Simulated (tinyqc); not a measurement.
Harmonic frequencies on the RHF/6-31g surface (energies and gradients from PySCF), for H3-, spin multiplicity 1, step by step. The basis has no diffuse functions, so it cannot describe the extra electron: this is an exercise in the method, not the real anion. One step of it, computed by the program tinyqc.

Problem. One row of the Hessian: 1Hz. Displace 1Hz by +/-0.005 bohr; H(k, :) = (g(+) - g(-)) / (2 delta).

optimised positions (bohr):
```
            x          y          z
1H  -0.023581   0.058409   0.733189
2H  -0.002478   0.137497   2.196117
3H  -0.075986  -0.139214  -2.906629
```

gradient at +delta (hartree/bohr):
```
              x            y            z
1H   0.00001515   0.00006762   0.00126184
2H  -0.00001732  -0.00007266  -0.00135040
3H   0.00000216   0.00000504   0.00008857
```

gradient at -delta (hartree/bohr):
```
              x            y            z
1H  -0.00001645  -0.00005066  -0.00123707
2H   0.00001812   0.00006011   0.00132637
3H  -0.00000167  -0.00000944  -0.00008931
```

Give: row of the Hessian.

Solution.

row of the Hessian (hartree/bohr^2): 1Hx 0.003160, 1Hy 0.011828, 1Hz 0.249890, 2Hx -0.003544, 2Hy -0.013276, 2Hz -0.267678, 3Hx 0.000384, 3Hy 0.001448, 3Hz 0.017788
